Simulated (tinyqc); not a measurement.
Energy and delay of logic against supply voltage: energy and delay against supply voltage.

One expression serves below and above threshold: I(Vg) = Ik [ln(1 + exp((Vg - VT + dd V)/(al nf Vt)))]^al, with I_on = I(V) and I_off = I(0). Gate delay td = kd C V/I_on, clock period LD td. Per gate and cycle the switching energy is act C V^2 and the leakage energy I_off V LD td. No short-circuit current, no variation. Minima are sought above 0.09 V; below a few Vt gates no longer switch and the model has no meaning.

EDP = energy times td.

Values chosen for this exercise; values of the order met in logic technologies:

| symbol | value | unit | meaning |
|---|---|---|---|
| T | 330 | K | temperature |
| VT | 0.41 | V | threshold voltage at zero drain bias |
| nf | 1.1 |  | slope factor |
| dd | 0.11 |  | barrier lowering per volt of supply |
| Ik | 0.82 | uA | specific current of a gate |
| al | 1.86 |  | exponent of the current law |
| C | 0.45 | fF | load capacitance of a gate |
| kd | 0.6 |  | delay factor |
| LD | 30 |  | logic depth |
| act | 0.2 |  | activity factor |

Constants: q = 1.602176634e-19 C, kB = 1.380649e-23 J/K, Vt = kB T/q. Results are converted to the units shown.

Energy and delay against supply voltage:
```
V (V)  I_on (uA)  I_off (nA)  td (ps)  switching (aJ)  leakage (aJ)  energy (aJ)  EDP (fJ ps)
0.15    3.365e-4    0.002819  1.203e5           2.025         1.527        3.552        427.4
0.27     0.02115    0.004298     3447           6.561        0.1200        6.681        23.03
0.38      0.5411    0.006326    189.6           13.00       0.01368        13.01        2.467
0.5        4.751    0.009643    28.41           22.50      0.004110        22.50       0.6394
0.62       15.11     0.01470    11.08           34.60      0.003029        34.60       0.3834
0.73       29.64     0.02163    6.650           47.96      0.003149        47.96       0.3190
0.85       50.56     0.03295    4.539           65.03      0.003814        65.03       0.2952
0.97       76.53     0.05020    3.422           84.68      0.004999        84.69       0.2898
1.08       104.6     0.07382    2.787           105.0      0.006666        105.0       0.2926
1.2        139.9      0.1124    2.317           129.6      0.009374        129.6       0.3002
```

Read the table: what changes, and by how much?

td falls from 1.20e5 to 2.32 ps; the energy rises from 3.55 to 130 aJ and the EDP goes from 427 through a minimum of 0.290 (at V = 0.97 V among the rows listed) to 0.300 fJ ps. The exact minima lie at V = 0.152 V for the energy and 0.972 V for the EDP. Going from 1.2 V to the energy minimum saves a factor of 36.5 in energy and costs a factor of 49300 in delay. Below the minimum the leakage energy rises faster than the switching energy falls, because the clock period grows so steeply.

Program tinyqc, `OMP_NUM_THREADS=1 python tinyqc.py 2082203 2082204 out.jsonl`; Intel Xeon 2.30GHz, shared host, one thread, about 0.01 s.
